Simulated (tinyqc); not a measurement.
Worked calculation: Debye-Callaway model of lattice thermal conductivity. Computed by tinyqc, a small Python program that keeps every step. Command: `OMP_NUM_THREADS=1 python tinyqc.py 3000511 3000512 out.jsonl callaway walk`. One thread of a shared host (Intel(R) Xeon(R) Processor @ 2.30GHz), about 0.01 s of CPU time with the checks. Intermediate numbers are printed to about 5 digits and carried at full precision; extremes and crossings named in words are read from the listed rows.

Three acoustic branches with one velocity v, cut at omega_D = k_B Theta/hbar; x = hbar omega/(k_B T). v and Theta are separate inputs: Theta cuts off the heat-carrying modes, so C need not reach 3 k_B/V. gamma is an effective value that sets the umklapp rate. Heat flows along the wire.

Inputs (values chosen for the exercise, modelled on germanium):
```
quantity                              value        unit
sound velocity v                       3810         m/s
Debye temperature Theta                 368           K
volume per atom V                      22.6  angstrom^3
mean atomic mass M                    72.63           u
effective Grueneisen parameter gamma   1.99           -
umklapp exponent divisor b                3           -
alloy fraction f                       0.13           -
mass difference Delta M                51.1           u
wire diameter D                       0.096  micrometre
specularity p                           0.2           -
temperature T                            77           K
probe frequency omega/omega_D          0.76           -
```

Sample: wire. Point defects: alloy. Normal processes: left out.

Constants: k_B = 1.380649e-23 J/K; hbar = 1.054571817e-34 J s; u = 1.6605390666e-27 kg.

## Mass-fluctuation parameter

For a random alloy on all sites Gamma = f (1 - f) (Delta M/M)^2, with M the mean mass; strain-field scattering is left out. A = V Gamma/(4 pi v^3).

Gamma = 0.055985

Rayleigh coefficient A = 1.8205e-42 s^3

## Scattering rates at one frequency

Rates: point defects A omega^4; umklapp B omega^2 T exp(-Theta/(b T)) with B = hbar gamma^2/(M v^2 Theta). Boundaries: v/Lambda_B with Lambda_B = D (1 + p)/(1 - p). The resistive time is tau_R = 1/(boundary + point-defect + umklapp rates), and the free path is v tau_R.

omega = 3.6616e+13 rad/s

Rates:
```
process        rate (1/s)  rate x tau_R
boundaries     2.6458e+10     0.0079874
point defects  3.2724e+12       0.98791
umklapp        1.3605e+10     0.0041070
```

tau_R = 3.0189e-13 s

free path = 1.1502 nm

The strongest resistive process at this frequency: point defects, 99 % of the resistive rate.

## The integrand on a coarse grid

x runs in ten equal steps to min(Theta/T, 12); g = x^4 e^x/(e^x - 1)^2; tau_C is the inverse of all rates summed; the last column is c tau_C g with c = (k_B/(2 pi^2 v)) (k_B T/hbar)^3.

Integrand:
```
x            g   tau_C (s)  c tau_C g (W/(m K))
0.4779  0.2241  3.6134e-11               1.5230
0.9558  0.8471  2.3205e-11               3.6971
1.4338  1.7370  9.2567e-12               3.0239
1.9117  2.7188  3.5545e-12               1.8175
2.3896  3.6226  1.5494e-12               1.0556
2.8675  4.3202  7.6560e-13               0.6221
3.3455  4.7432  4.1787e-13               0.3728
3.8234  4.8810  2.4635e-13               0.2261
4.3013  4.7667  1.5430e-13               0.1383
4.7792  4.4583  1.0143e-13               0.0850
```

Among these rows the integrand is largest at x = 0.96.

## Thermal conductivity

kappa_1 = c int tau_C g dx, g = x^4 e^x/(e^x - 1)^2, c = (k_B/(2 pi^2 v)) (k_B T/hbar)^3, over 0 < x < min(Theta/T, 40), by 96 Gauss-Legendre points in s with x = x_max s^2; tau_C = tau_R, the inverse of the summed rates, and kappa = kappa_1. Heat capacity C = 3 c int g dx / v^2; grey free path 3 kappa/(C v); the median free path v tau_C halves kappa_1 when the quadrature points are ordered by free path (each counted at half its weight, interpolated in the logarithm); likewise at 10 % and 90 %.

kappa_1 = 5.9850 W/(m K)

kappa = 5.9850 W/(m K)

heat capacity C = 5.5954e+05 J/(m^3 K)

grey free path = 8.4223 nm

median free path = 42.315 nm

free path at 10 % of kappa_1 = 3.4996 nm

free path at 90 % of kappa_1 = 126.03 nm

The median free path is 5.0 times the grey one: a small share of the heat capacity, at low frequency, carries much of the heat. The middle 80 % of kappa_1 spans a factor 36 in free path. Caution: for so large a Gamma the Rayleigh formula is only rough near omega_D.

## Leaving out one process at a time

The formulas are those given above.

Conductivity at T:
```
case                   kappa (W/(m K))  ratio to all
all processes                   5.9850             1
without point defects           73.581        12.294
without boundaries              62.298        10.409
without umklapp                 6.0795        1.0158
```

Removing point defects raises kappa most, by a factor 12.3; removing umklapp gives only 1.02.

## Conductivity against temperature

The boundary limit is C v^2/(3 x boundary rate), with C = 3 c int g dx / v^2.

Kappa (W/(m K)):
```
T (K)  all processes  without point defects  boundary limit
3.7         0.020370               0.020486        0.020486
7.4          0.15306                0.16389         0.16389
13           0.64599                0.88856         0.88856
22            1.7989                 4.3035          4.3056
37            3.5576                 19.537          19.913
63            5.4171                 59.911          72.401
110           6.6942                 80.414          156.67
180           7.0186                 62.729          211.73
290           6.7581                 41.415          238.96
480           6.0791                 25.344          251.20
```

kappa peaks among these rows at 180 K (T/Theta = 0.489) with 7.02 W/(m K). The exponent d ln kappa/d ln T is 2.91 at the cold end, the T^3 law of boundary scattering, and -0.21 at the hot end, flatter than 1/T since point defects or boundaries still cut part of the spectrum. Point defects cost most at 110 K, a factor 12.0.

Checks made by the program: heat capacity against the Debye function (relative difference below 1e-10).
